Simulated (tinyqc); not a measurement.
The solidus: solid solubility of a dopant against its melt (retrograde solidus), clustering and the electrically active fraction. Computed by tinyqc, a small Python program. Command: `OMP_NUM_THREADS=1 python tinyqc.py 3001282 3001283 out.jsonl retro walk`. One thread of a shared host (Intel(R) Xeon(R) Processor @ 2.30GHz), about 0.01 s of CPU time with the checks.

Inputs (values chosen for the exercise, for a model dopant):

| quantity | value | unit |
|---|---|---|
| melting point of the host T_m | 1687 | K |
| heat of melting of the host H_f | 50.2 | kJ/mol |
| interaction L of the melt | 3.7 | kJ/mol |
| enthalpy of transfer from melt to solid H | 0.74 | eV |
| entropy of transfer S | 0.97 | k_B |
| site density N0 | 5e+22 | 1/cm^3 |

Constants: R = 8.314462618 J/(mol K); k_B = 8.617333262e-05 eV/K; e = 1.602176634e-19 C; N_A = 6.02214076e+23 1/mol.

Method. x_l and x_s are atom fractions of the dopant in melt and solid; the solid is dilute. Liquidus of the host: R T ln(1 - x_l) + L x_l^2 = -H_f (1 - T/T_m). Distribution: k = x_s/x_l = exp[L (1 - x_l)^2/(R T)] exp(S/k_B - H/(k_B T)), the first factor being the activity coefficient in the melt. Solubility = x_s N0; at T_m x_l = 0. The largest x_s N0 between 900 K and T_m. For an ideal melt with constant heats the maximum has x_l = H_f/(H + H_f), H in the same units.

largest solubility = 1.87433e+20 1/cm^3

temperature of the maximum = 1483.06 K

Against temperature:

| T (K) | x_l | k | solubility (1/cm^3) | over the maximum |
|---|---|---|---|---|
| 1000 | 0.94238 | 0.000493 | 2.3210e+19 | 0.12383 |
| 1100 | 0.89271 | 0.001079 | 4.8148e+19 | 0.25688 |
| 1200 | 0.81735 | 0.002083 | 8.5144e+19 | 0.45427 |
| 1300 | 0.71004 | 0.003673 | 1.3038e+20 | 0.69562 |
| 1400 | 0.56641 | 0.006072 | 1.7196e+20 | 0.91747 |
| 1500 | 0.38787 | 0.009622 | 1.8660e+20 | 0.99555 |
| 1580 | 0.22649 | 0.013616 | 1.5420e+20 | 0.82267 |
| 1640 | 0.09992 | 0.017486 | 8.7364e+19 | 0.46611 |
| 1675 | 0.02548 | 0.020152 | 2.5676e+19 | 0.13699 |

Between the first rows the Arrhenius energy of the solubility is 0.69 eV, against H = 0.74 eV; it shrinks to zero at 1483 K and turns negative beyond. A crystal saturated at the maximum precipitates dopant-rich liquid on cooling and on heating alike. Below a eutectic or compound temperature another phase would set the limit.

Extremes, crossings and ranges named in words are read from the listed rows.
